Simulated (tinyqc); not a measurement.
Radius: cylindrical quantum wire.

A cylinder of radius R, isotropic masses, c = hbar^2/2m0, k = sqrt(mw E/c), kappa = sqrt(mb (V0 - E)/c). State (n, m) is J_m(k r) inside and K_m(kappa r) outside; psi and psi'/m are continuous: (k/mw) J_m'(kR)/J_m(kR) = (kappa/mb) K_m'(kappa R)/K_m(kappa R).

With hard walls E = c (x/R)^2/mw, x a zero of J_m: (1,0) 2.404826; (2,0) 5.520078; (1,1) 3.831706; (2,1) 7.015587; (1,2) 5.135622; (2,2) 8.417244; (1,3) 6.380162; (2,3) 9.761023.

Constants: hbar^2/2m0 = 3.80998211 eV angstrom^2.

Inputs chosen for the exercise (near those of an InGaAs wire in InP; shifted at random, so the results belong to these values and not to a real crystal): V0 = 0.255 eV (barrier height); mw = 0.0422 m0 (mass inside); mb = 0.0762 m0 (mass outside); Rs = (36, 52, 72, 103, 144, 206, 288) angstrom (radii).

The two lowest states against R; a dash marks an unbound state.

Levels (eV):
```
R (angstrom)   (1,0)   (1,1)  (1,0), hard walls  flat well of width 2R
36            0.1298       -             0.4029                 0.0602
52            0.0839  0.2084             0.1931                 0.0376
72            0.0538  0.1365             0.1007                 0.0236
103           0.0312  0.0795             0.0492                 0.0136
144           0.0181  0.0459             0.0252                 0.0078
206           0.0097  0.0247             0.0123                 0.0042
288           0.0053  0.0135             0.0063                 0.0023
```

The lowest state is bound at every radius listed. (1,1) becomes bound between 36 and 52 angstrom. At the largest radius the level is 0.84 of the hard-wall value and 2.34 times that of the flat well (the hard-wall ratio is 2.34); the exponent d ln E/d ln R between the last two radii is -1.80.

Run: tinyqc, `OMP_NUM_THREADS=1 python tinyqc.py 1280944 1280945 out.jsonl`; Intel(R) Xeon(R) Processor @ 2.30GHz, one thread, shared host; about 0.04 s of CPU time with all checks.
